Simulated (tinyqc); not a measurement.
## Free and trapped electrons in a MOS channel with a dense trap tail: effect of the acceptor density

p-type body, charge-sheet picture, full ionisation (an idealisation for deep acceptors), Boltzmann statistics for free electrons. e = Ec - EF at the surface. Acceptor-like traps of density D(E) = D0 + De exp(-E/Ew) at depth E below Ec, from 0 to Eu, hold n_t = integral of D(E)/(1 + exp((e - E)/Vt)). psi = Eg - Vt ln(Nv/Na) - e; N_dep = sqrt(2 eps0 eps_r Na (psi - Vt)/q); n_f = sqrt(N_dep^2 + 2 eps0 eps_r Vt Nc exp(-e/Vt)/q) - N_dep; Vg = Vfb + psi + q (N_dep + n_t + n_f)/Cox, Cox = eps0 eox/tox.

Vfb is held fixed. VT is the Vg for n_f = 1e11 cm^-2; swing ln 10 n_f/(dn_f/dVg) at n_f = 1e8 cm^-2; the last three columns are for Vg = VT + 3.2 V, with free share n_f/(n_f + n_t) and field-effect mobility mf q (dn_f/dVg)/Cox; there EF is near the band edge, where Boltzmann statistics are rough.

Parameters, values chosen for the exercise; band and dielectric values close to those of 4H silicon carbide:
- T = 250 K (temperature)
- Eg = 3.22 eV (band gap)
- eps_r = 9.53 (relative permittivity)
- Nc = 1.29e19 cm^-3 (conduction-band density of states at T)
- Nv = 1.92e19 cm^-3 (valence-band density of states at T)
- eox = 3.9 (relative permittivity of the insulator)
- tox = 40 nm (insulator thickness)
- Vfb = -2.51 V (flat-band voltage without trapped charge)
- D0 = 1.9e11 cm^-2 eV^-1 (constant background density of acceptor-like traps)
- De = 5.6e13 cm^-2 eV^-1 (density of the tail at the conduction edge)
- Ew = 0.08 eV (decay energy of the tail)
- Eu = 0.98 eV (depth below Ec down to which the traps reach)
- mf = 110 cm^2/(V s) (mobility of free electrons)

Constants: q = 1.602176634e-19 C, kB = 1.380649e-23 J/K, Vt = kB T/q, eps0 = 8.8541878128e-14 F/cm where lengths are in cm. Results are converted to the units shown.

Result of one run:
columns A: Na (cm^-3); B: e at VT (eV); C: VT (V); D: q n_t/Cox at VT (V); E: swing (mV/decade); F: n_f (cm^-2); G: free share (%); H: field-effect mobility (cm^2/(V s))
```
A           B      C      D      E         F      G      H
2e17  0.03731  11.19  5.719  670.0  6.983e11  14.36  67.37
```

What becomes of these results when the acceptor density Na is changed from 2e17 to 3e16 cm^-3, all else the same?

Result of the changed run:
columns A: Na (cm^-3); B: e at VT (eV); C: VT (V); D: q n_t/Cox at VT (V); E: swing (mV/decade); F: n_f (cm^-2); G: free share (%); H: field-effect mobility (cm^2/(V s))
```
A           B      C      D      E         F      G      H
3e16  0.05730  7.214  4.707  518.5  6.061e11  14.00  51.64
```

The whole series:
columns A: Na (cm^-3); B: e at VT (eV); C: VT (V); D: q n_t/Cox at VT (V); E: swing (mV/decade); F: n_f (cm^-2); G: free share (%); H: field-effect mobility (cm^2/(V s))
```
A           B      C      D      E         F      G      H
1e15  0.08998  4.235  3.318  344.9  5.418e11  15.12  38.91
2e15  0.08390  4.620  3.546  373.2  5.534e11  14.93  40.71
6e15  0.07354  5.417  3.967  424.6  5.720e11  14.54  44.22
1e16  0.06849  5.889  4.187  451.7  5.812e11  14.34  46.21
3e16  0.05730  7.214  4.707  518.5  6.061e11  14.00  51.64
8e16  0.04704  8.915  5.217  590.0  6.422e11  13.96  58.53
2e17  0.03731  11.19  5.719  670.0  6.983e11  14.36  67.37
5e17  0.02749  14.51  6.228  766.7  7.852e11  15.32  78.01
```

As Na goes from 1e15 to 5e17, VT rises from 4.24 to 14.5 V, its part due to traps rises from 3.32 to 6.23 V, the swing rises from 345 to 767 mV/decade and the field-effect mobility rises from 38.9 to 78.0 cm^2/(V s). Most of the rise of VT is depletion charge; the trap part grows since the same n_f needs EF nearer the band edge at heavier doping. For Na = 2e17, 5e17 e is under 2 Vt already at VT, so VT too is rough.

Computed by the program tinyqc: `OMP_NUM_THREADS=1 python tinyqc.py 2222097 2222098 out.jsonl`, one thread of a shared Intel Xeon 2.30GHz, about 0.02 s for the whole run.
